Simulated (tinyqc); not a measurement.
Comparisons within one model: linear model of a band gap against the share of exact exchange. A value that a table varies takes the place of the one given here.

E(alpha) = E0 + S alpha. A wider gap screens less, modelled in the Penn form eps(alpha) = 1 + (e0 - 1)(EP/(EP + S alpha))^2 with a scale EP chosen for the exercise. A dielectric-dependent hybrid takes alpha = 1/eps.

Parameters, chosen for this exercise (of the order of those of GaAs; not measured data):
```
symbol  value  unit  meaning
E0      0.5    eV    gap of the semi-local functional
S       5.79   eV    slope dE/d(alpha)
e0      11.77        optical dielectric constant at alpha = 0
EP      10.9   eV    energy scale of the screening
Et      1.51   eV    target gap
```

## Sweep of alpha

Also the exciton scale relative to alpha = 0, (m/m(0))(eps(0)/eps)^2, with a mass proportional to E + D, D = E0/2 + 0.3 eV, a k.p rule for direct gaps only.

Results:
```
alpha  E (eV)     eps  alpha eps  exciton scale
0.00    0.500  11.770      0.000           1.00
0.05    0.789  11.220      0.561           1.40
0.10    1.079  10.711      1.071           1.87
0.15    1.369  10.239      1.536           2.41
0.20    1.658   9.801      1.960           3.03
0.25    1.948   9.393      2.348           3.73
0.35    2.526   8.658      3.030           5.42
0.50    3.395   7.724      3.862           8.72
```

alpha eps reaches 1 between alpha = 0.05 and 0.1 (fixed point 0.093), and the target gap is met between 0.15 and 0.2. At the fixed point the gap is 1.04 eV, -0.47 eV from the target. From 0 to 0.25 the gap grows by 1.45 eV while eps falls by 20 %; the exciton scale, which takes both, grows by a factor of 3.73.

## What each parameter does

Fixed point alpha = 1/eps(alpha), gap and eps there. Each row changes one parameter from the base and keeps the others.

Results:
```
case           alpha  E (eV)     eps
base          0.0927   1.037  10.782
E0 = 0.55 eV  0.0927   1.087  10.782
S = 6.369 eV  0.0936   1.096  10.682
e0 = 10.593   0.1040   1.102   9.615
EP = 9.81 eV  0.0937   1.043  10.671
```

The largest shifts from the base row, up to three for each result and ties (the steps differ in size, so this ranks the rows, not the parameters). alpha: e0 +0.0113, EP +0.0010, S +0.0009; unchanged at the printed digits by E0. E (eV): e0 +0.065, S +0.059, E0 +0.050. eps: e0 -1.168, EP -0.112, S -0.101; unchanged at the printed digits by E0.

Computed by tinyqc, a small Python program: `OMP_NUM_THREADS=1 python tinyqc.py 1851161 1851162 out.jsonl` (the numbers bound the seed that draws the inputs); one thread of a shared host (Intel(R) Xeon(R) Processor @ 2.30GHz), about 0.01 s for the whole set of steps.
